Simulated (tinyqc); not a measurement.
# One-dimensional ballistic tunnel FET, two-band WKB: effects of single changes

A p-type source for x < 0 with its Fermi level at 0 and its valence edge at ds; in the channel the bands fall as D exp(-x/lam) towards their flat values, with the conduction edge at Ec = ds - dP and D = dP + Eg. The gate moves dP one to one. The drain Fermi level lies at -Vd and the drain side reflects nothing. For w = E - Ec between 0 and dP an electron crosses the gap. Two-band dispersion with equal masses m: inside the gap kappa = sqrt(m u (1 - u/Eg)/C), u the distance from a band edge, C = hbar^2/(2 m0).

Values chosen for this exercise; band and dielectric values close to those of indium phosphide:
- T = 300 K (temperature)
- Eg = 1.34 eV (band gap)
- m = 0.086 m0 (band-edge mass of the two-band model)
- lam = 3.2 nm (screening length of the source junction)
- ds = 0.13 eV (source valence edge above the source Fermi level)
- Vd = 0.5 V (drain bias)
- g = 2 (number of degenerate subbands (spin apart))
- dP = 0.39 eV (tunnelling window Ev(source) - Ec(channel))

Constants: q = 1.602176634e-19 C, kB = 1.380649e-23 J/K, hbar = 1.054571817e-34 J s, h = 6.62607015e-34 J s, m0 = 9.1093837015e-31 kg, Vt = kB T/q, hbar^2/(2 m0) = 0.0380998212 eV nm^2. Results are converted to the units shown.

Each table varies one quantity; the others keep the values above.

## Effect of the source degeneracy

S(w) = 2 lam int_0^Eg kappa(u) du/(w + Eg - u) = 2 pi lam sqrt(m/(C Eg)) [w + Eg/2 - sqrt(w (w + Eg))], T(w) = exp(-S). I = g (2 q^2/h) int_0^dP T(w) [f(E) - f(E + Vd)] dw, E = ds - dP + w, f(x) = 1/(1 + exp(x/Vt)). Swing = d(dP)/d(log10 I).

Results:

| ds (eV) | I (uA) | swing (mV/decade) |
|---|---|---|
| -0.05 | 0.02918 | 224.6 |
| 0.05 | 0.01809 | 202.5 |
| 0.1 | 0.01052 | 179.5 |
| 0.15 | 0.005369 | 154.9 |
| 0.2 | 0.002404 | 130.8 |
| 0.25 | 9.156e-4 | 108.3 |
| 0.3 | 2.817e-4 | 88.13 |

Estimate the missing row, ds = 0 eV.

Computed row:

| ds (eV) | I (uA) | swing (mV/decade) |
|---|---|---|
| 0 | 0.02568 | 218.6 |

With this row back in the table: I falls from 0.0292 to 2.82e-4 uA, and the swing falls from 225 to 88.1 mV/decade. The screening length is held fixed, though doping would change it.

## Effect of the screening length

Same model as above.

Results:

| lam (nm) | T(w = dP) | I (uA) | swing (mV/decade) |
|---|---|---|---|
| 1 | 0.1429 | 2.154 | 327.4 |
| 3 | 0.002917 | 0.01171 | 172.2 |
| 4 | 4.168e-4 | 0.001009 | 140.9 |
| 5 | 5.955e-5 | 9.255e-5 | 120.0 |
| 6 | 8.509e-6 | 8.908e-6 | 105.1 |
| 7 | 1.216e-6 | 8.923e-7 | 93.90 |
| 8 | 1.737e-7 | 9.248e-8 | 85.15 |

Estimate the missing row, lam = 2 nm.

Computed row:

| lam (nm) | T(w = dP) | I (uA) | swing (mV/decade) |
|---|---|---|---|
| 2 | 0.02042 | 0.1482 | 224.4 |

With this row back in the table: I falls from 2.15 to 9.25e-8 uA, on average 1.05 decades a nanometre; S is proportional to lam, and at w = dP it gives 0.845. The swing falls from 327 to 85.2 mV/decade. In 1 of the 8 rows S at w = dP is below 2, where a WKB prefactor of 1 is a rough guess.

## Effect of the band gap with the mass tied to it

Same model as above.

The mass follows the gap, m = 0.086 Eg/1.34 eV.

Results:

| Eg (eV) | T(w = dP) | I (uA) | swing (mV/decade) |
|---|---|---|---|
| 0.2 | 0.7641 | 20.64 | 446.7 |
| 0.37 | 0.4503 | 8.181 | 350.5 |
| 0.54 | 0.2215 | 2.813 | 288.5 |
| 0.89 | 0.03501 | 0.2384 | 214.3 |
| 1.06 | 0.01247 | 0.06563 | 191.8 |
| 1.23 | 0.004154 | 0.01727 | 174.2 |
| 1.4 | 0.001306 | 0.004374 | 160.1 |

Estimate the missing row, Eg = 0.71 eV.

Computed row:

| Eg (eV) | T(w = dP) | I (uA) | swing (mV/decade) |
|---|---|---|---|
| 0.71 | 0.09546 | 0.8802 | 246.3 |

With this row back in the table: T(w = dP) falls from 0.764 to 0.00131 and I falls from 20.6 to 0.00437 uA; the swing falls from 447 to 160 mV/decade. With m/Eg fixed, S depends on the gap only through w + Eg/2 - sqrt(w (w + Eg)). For Eg = 0.2, 0.37, 0.54 S at w = dP is below 2, where a WKB prefactor of 1 is a rough guess.

Program tinyqc, `OMP_NUM_THREADS=1 python tinyqc.py 2620166 2620167 out.jsonl`; Intel Xeon 2.30GHz, shared host, one thread, about 0.01 s.
